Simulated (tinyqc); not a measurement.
Binary melting diagram from solution models of liquid and solid. Changing the growth number V delta/D. Computed by tinyqc, a small Python program. Command: `OMP_NUM_THREADS=1 python tinyqc.py 3024010 3024011 out.jsonl melt sweep`. One thread of a shared host (Intel(R) Xeon(R) Processor @ 2.30GHz), about 0.01 s of CPU time with the checks.

x is the fraction of B. In a phase with interaction L: mu_A = G_A + R T ln(1 - x) + L x^2, mu_B = G_B + R T ln x + L (1 - x)^2. Melting: G(liquid) - G(solid) = H (1 - T/T_m) for each pure component.

Inputs (values chosen for the exercise, for a model alloy):
```
quantity                value    unit
melting point T_A        1400       K
melting point T_B        1100       K
heat of melting H_A      16.7  kJ/mol
heat of melting H_B      31.1  kJ/mol
liquid interaction L_L      1  kJ/mol
solid interaction L_S       2  kJ/mol
dilute content c0 of B  0.017       -
```

Diagram: complete solid solution (lens).

Constants: R = 8.314462618 J/(mol K).

Method. At T_A, k0 = exp[(dG_B(T_A) + L_L - L_S)/(R T_A)]; van 't Hoff: m_L = -R T_A^2 (1 - k0)/H_A per unit fraction. Burton-Prim-Slichter: k_eff = k0/[k0 + (1 - k0) exp(-V delta/D)]. Freezing range of c0: |m_L| c0 |1 - k0|/k0.

One run for each value:
```
growth number V delta/D  effective coefficient k_eff
0.02                                         0.44777
0.047                                        0.45445
0.11                                         0.47011
0.26                                         0.50758
0.61                                         0.59395
1.4                                          0.76320
3.4                                          0.95970
8                                            0.99958
```

Over the rows, effective coefficient k_eff rises from 0.448 to 1.000 (exponent d ln y / d ln x 0.017 between the first rows and 0.048 between the last).
